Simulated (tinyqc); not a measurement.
Anisotropic elasticity and sound waves of a cubic crystal: one step, computed by the program tinyqc.

Voigt order 1..6 = xx, yy, zz, yz, xz, xy, with engineering shear strains. The rotated frame has x' as named, z' along the wafer normal and y' = z' x x'.

Question. Moduli along the axes of the frame. Invert C' to S'. E along x' = 1/S'11, along y' = 1/S'22; Poisson ratios nu(x'y') = -S'12/S'11 and nu(x'z') = -S'13/S'11; in-plane shear modulus 1/S'66.

Frame: (111) wafer, x' along [1-10].

C' (GPa), rows 1, 2, 3, 4, 5, 6:
```
[[521.2000, 202.5333, 201.1667, -1.9328, 0.0000, 0.0000],
 [202.5333, 521.2000, 201.1667, 1.9328, 0.0000, 0.0000],
 [201.1667, 201.1667, 522.5667, 0.0000, 0.0000, 0.0000],
 [-1.9328, 1.9328, 0.0000, 157.9667, 0.0000, 0.0000],
 [0.0000, 0.0000, 0.0000, 0.0000, 157.9667, -1.9328],
 [0.0000, 0.0000, 0.0000, 0.0000, -1.9328, 159.3333]]
```

Give: E along x'; E along y'; nu(x'y'); nu(x'z'); in-plane shear modulus.

Answer.

E along x' = 408.5 GPa

E along y' = 408.5 GPa

nu(x'y') = 0.2820

nu(x'z') = 0.2764

in-plane shear modulus = 159.3 GPa

The plane is isotropic in E.
